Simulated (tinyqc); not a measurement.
## Surface potential of a MOS transistor: implicit equation and explicit approximations: effect of the insulator thickness at fixed gate voltage

p-type body, charge-sheet picture, depletion and inversion only, full ionisation (an idealisation for deep acceptors), Boltzmann statistics (rough once Na exp(x - xn) passes about Nc/7). In units of Vt: xg = (Vg - Vfb)/Vt, x = psi/Vt, G = gamma/sqrt(Vt), xn = (2 phiF + Vc)/Vt. The implicit equation is (xg - x)^2 = G^2 [x - 1 + exp(x - xn)] for x above about 3. Cox = eps0 eox/tox.

ni = sqrt(Nc Nv) exp(-Eg/(2 Vt)), Eg in volts; phiF = Vt ln(Na/ni); gamma = sqrt(2 q eps0 eps_r Na)/Cox; VT = Vfb + Vt (xn + G sqrt(xn - 1)). Depletion value a = 1 + [sqrt(G^2/4 + xg - 1) - G/2]^2; inversion value b = xn + ln[(xg - xn)^2/G^2 - xn + 1] and first guess y = min(a, b) - ln(1 + exp(-|a - b|)) if a > xn + 1, else b = y = a; one second-order correction with D = exp(y - xn), p = 2 (xg - y) + G^2 (1 + D), w = (xg - y)^2 - G^2 (y - 1 + D): z = y + 2 w/(p + sqrt(p^2 - 2 (2 - G^2 D) w)), or the Newton step z = y + w/p where the root is not real. N_inv = (Cox Vt G/q) [sqrt(x - 1 + exp(x - xn)) - sqrt(x - 1)] at the root. Lambert form (Cox m Vt/q) W0[(G/(2 m sqrt(xn - 1))) exp((Vg - VT)/(m Vt))], m = 1 + G/(2 sqrt(xn - 1)). Errors under 1e-4 mV, and the linear form below VT, are printed as 0.

Inputs (values chosen for the exercise); band and dielectric values close to those of silicon:
```
symbol,value,unit,meaning
T,300,K,temperature
Eg,1.13,eV,band gap
eps_r,11.6,,relative permittivity
Nc,2.76e19,cm^-3,conduction-band density of states at T
Nv,2.6e19,cm^-3,valence-band density of states at T
eox,8.85,,relative permittivity of the gate insulator (close to aluminium oxide)
Na,2.9e16,cm^-3,acceptor density
Vfb,-0.35,V,flat-band voltage
Vc,0,V,channel-body voltage
Vg,1.24,V,gate-body voltage
```

Constants: q = 1.602176634e-19 C, kB = 1.380649e-23 J/K, Vt = kB T/q, eps0 = 8.8541878128e-14 F/cm where lengths are in cm. Results are converted to the units shown.

Result of one run:
```
tox (nm)	psi (V)	x - xn	error of y (mV)	error of z (mV)	N_inv (cm^-2)	Cox (Vg - VT)/q (cm^-2)	Lambert form (cm^-2)
19	0.92196	5.6094	11.5	-0.574	1.1424e12	1.5644e12	1.1954e12
```

What becomes of these results when the insulator thickness tox is changed from 19 to 7.3 nm, all else the same?

Result of the changed run:
```
tox (nm)	psi (V)	x - xn	error of y (mV)	error of z (mV)	N_inv (cm^-2)	Cox (Vg - VT)/q (cm^-2)	Lambert form (cm^-2)
7.3	0.97011	7.4719	14.3	-1.36	3.5606e12	4.9188e12	3.8178e12
```

The whole series:
```
tox (nm)	psi (V)	x - xn	error of y (mV)	error of z (mV)	N_inv (cm^-2)	Cox (Vg - VT)/q (cm^-2)	Lambert form (cm^-2)
5.3	0.98559	8.0707	15.5	-1.96	4.9801e12	6.9744e12	5.3931e12
7.3	0.97011	7.4719	14.3	-1.36	3.5606e12	4.9188e12	3.8178e12
10	0.95469	6.8757	13.2	-0.983	2.5195e12	3.4481e12	2.6776e12
14	0.93785	6.2240	12.2	-0.719	1.6959e12	2.3119e12	1.7870e12
19	0.92196	5.6094	11.5	-0.574	1.1424e12	1.5644e12	1.1954e12
26	0.90451	4.9344	11.2	-0.506	7.1789e11	1.0010e12	7.4654e11
35	0.88582	4.2117	11.5	-0.544	4.1854e11	6.0769e11	4.3300e11
48	0.86038	3.2275	13.2	-0.855	1.8639e11	2.9998e11	1.9193e11
```

As tox goes from 5.3 to 48, psi falls from 0.986 to 0.860 V, x - xn falls from 8.07 to 3.23 and N_inv falls from 4.98e12 to 1.86e11 cm^-2. The Lambert form lies between 1.03 and 1.08 times N_inv. For tox = 5.3, 7.3, 10, 14, 19, 26 the electron quasi-Fermi level lies less than 2 Vt below the band edge at the surface, or above it, where degeneracy and confinement, left out, matter.

Numbers from tinyqc (`OMP_NUM_THREADS=1 python tinyqc.py 2122210 2122211 out.jsonl`; about 0.01 s on one thread of a shared Intel Xeon 2.30GHz).
